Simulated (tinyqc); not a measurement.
X-ray photoelectron analysis of a thin oxide on a semiconductor: attenuation lengths, thickness, angle series and band offsets: one step, computed by the program tinyqc.

The same element is seen in the oxide and in the substrate, at nearly the same kinetic energy; films are flat and uniform, and the work function is ignored.

Problem. Band offsets by core levels. Valence band offset = (E_core - E_v)(substrate) - (E_core - E_v)(oxide) + (core level separation at the interface, oxide less substrate). The separation is made here from the given offset; a uniform field F that raises the binding energy towards the surface shifts the oxide peak by e F <z>, <z> = d/(1 - exp(-x)) - d/x, x = d/(L_o cos theta), being the mean distance from the interface. Conduction band offset = oxide gap - substrate gap - valence band offset.

Inputs (values chosen for the exercise, modelled on SiO2 on silicon):
```
quantity                                       value   unit
oxide gap                                       8.92     eV
substrate gap                                   1.12     eV
oxide thickness d                                2.5     nm
valence band offset used to make the data       4.35     eV
core level less valence band top, substrate    98.93     eV
core level less valence band top, thick oxide  98.34     eV
field in the oxide                              0.66  MV/cm
```

d/(L_o cos theta) = 1.224223

Give: separation without field; <z>; separation with field; apparent valence band offset; true conduction band offset; apparent conduction band offset.

Solution.

separation without field = 3.76 eV

<z> = 1.4989 nm

separation with field = 3.8589 eV

apparent valence band offset = 4.4489 eV

true conduction band offset = 3.45 eV

apparent conduction band offset = 3.3511 eV

The field biases both offsets by 0.099 eV, in opposite directions.
